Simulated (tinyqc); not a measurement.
Magnetisation curve: two coupled magnetic layers: synthetic antiferromagnet, spin flop, exchange bias and magnetoresistance. Computed by tinyqc, a small Python program. Command: `OMP_NUM_THREADS=1 python tinyqc.py 3030836 3030837 out.jsonl saf walk`. One thread of a shared host (Intel(R) Xeon(R) Processor @ 2.30GHz), about 0.4 s of CPU time with the checks.

Moments lie in the plane at the angles p1, p2 from the field. Energy per area: E = J1 cos(p1 - p2) + J2 cos^2(p1 - p2) - B M_s (t1 cos p1 + t2 cos p2) + K (t1 sin^2 p1 + t2 sin^2 p2).

Inputs (values chosen for the exercise, for a model stack):
```
quantity                         value    unit
saturation magnetisation M_s      1250    kA/m
thickness t1                       1.8      nm
thickness t2                       1.8      nm
antiferromagnetic coupling J1    0.084  mJ/m^2
biquadratic coupling J2              0  mJ/m^2
in-plane anisotropy K              3.4  kJ/m^3
field over the saturation field   0.51       -
```

Field direction: along the easy axis.

Method. The parallel state is stable while the Hessian at p1 = p2 = 0 is positive: with c = J1 + 2 J2 and u = B M_s + 2K, (u t1 - c)(u t2 - c) > c^2, so B_sat M_s = c (1/t1 + 1/t2) - 2K. B_K = 2K/M_s. The lowest minimum of E over both angles (from five starts; of two mirror images the one with p1 >= 0, and for equal layers |p1| <= |p2|).

saturation field B_sat = 69.2267 mT

Equilibrium states:
```
B/B_sat  B (mT)  p1 (degrees)  p2 (degrees)  m/m_sat
0.02      1.385         0.000       -180.00   0.0000
0.06      4.154         0.000       -180.00   0.0000
0.12      8.307         0.000       -180.00   0.0000
0.20     13.845         0.000       -180.00   0.0000
0.30     20.768        72.542        -72.54   0.3000
0.45     31.152        63.256        -63.26   0.4500
0.60     41.536        53.130        -53.13   0.6000
0.80     55.381        36.870        -36.87   0.8000
0.95     65.765        18.195        -18.19   0.9500
1.10     76.149         0.000          0.00   1.0000
```

The collinear state is the lowest in 4 row(s), with m/m_sat = (t1 - t2)/(t1 + t2) = 0.000; then the moments are canted and close at B_sat. The largest gap between m/m_sat and B/B_sat in the canted rows is 0.000.

Extremes, crossings and ranges named in words are read from the listed rows.
